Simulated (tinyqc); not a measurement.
# Changing the deposition temperature T_d

Model: thermal stress, cracking, delamination and buckling of a thin film; Griffith cracks and misfitting inclusions. Computed by tinyqc, a small Python program. Command: `OMP_NUM_THREADS=1 python tinyqc.py 3023918 3023919 out.jsonl filmcrack sweep`. One thread of a shared host (Intel(R) Xeon(R) Processor @ 2.30GHz), about 0.01 s of CPU time with the checks.

Isotropic linear elasticity; the substrate is much thicker than the film; stress is positive in tension.

Inputs (values chosen for the exercise, modelled on a tungsten film on silicon):
```
quantity                       value        unit
film Young's modulus E           405         GPa
film Poisson ratio nu           0.27           -
film expansion alpha_f          4.35      1e-6/K
substrate expansion alpha_s        3      1e-6/K
final temperature T              300           K
intrinsic stress                -690         MPa
film thickness h               0.062  micrometre
substrate Young's modulus E_s    151         GPa
substrate Poisson ratio nu_s    0.27           -
inclusion radius R               0.6  micrometre
```

Inclusion: long cylinder (a filled via).

Method. Thermal strain = (alpha_f - alpha_s)(T_d - T); stress = E/(1 - nu) x strain + intrinsic stress; plane-strain modulus Ebar = E/(1 - nu^2); G0 = stress^2 h/(2 Ebar) is the energy freed per area when a long strip loses its stress across its width. Film material fills a long cylinder of radius R in the substrate, with the misfit e = thermal strain (it wants to shrink if e > 0). With the axial strain held by the substrate, s0 = (1 + nu) e/[(1 + nu)(1 - 2 nu)/E + (1 + nu_s)/E_s]; inside s_rr = s_tt = s0 and s_zz = E e + 2 nu s0; outside s_rr = s0 (R/r)^2, s_tt = -s_rr. Keep-out radius: where |s_rr| falls to 10 MPa (R if it is lower at the wall).

One run for each value; columns: (1) deposition temperature T_d (K); (2) film stress (MPa); (3) G0 (J/m^2); (4) radial stress at the wall s0 (MPa); (5) keep-out radius (micrometre):
```
(1)       (2)         (3)     (4)     (5)
350   -652.55  3.0218e-02    8.70  0.6000
464   -567.17  2.2827e-02   28.54  1.0136
578   -481.79  1.6472e-02   48.37  1.3196
691   -397.15  1.1193e-02   68.04  1.5650
805   -311.77  6.8976e-03   87.87  1.7786
919   -226.39  3.6369e-03  107.71  1.9692
1030  -143.25  1.4562e-03  127.02  2.1384
1150   -53.37  2.0215e-04  147.91  2.3075
1260    29.01  5.9736e-05  167.05  2.4523
```

Over the rows, film stress (MPa) rises from -653 to 29.0; G0 (J/m^2) falls from 0.0302 to 5.97e-5 (exponent d ln y / d ln x -0.99 between the first rows and -13 between the last); radial stress at the wall s0 (MPa) rises from 8.70 to 167 (exponent d ln y / d ln x 4.2 between the first rows and 1.3 between the last). The stress changes by 0.749 MPa per kelvin, E (alpha_f - alpha_s)/(1 - nu), and passes through zero where the thermal part cancels the intrinsic one.

Extremes, crossings and ranges named in words are read from the listed rows.
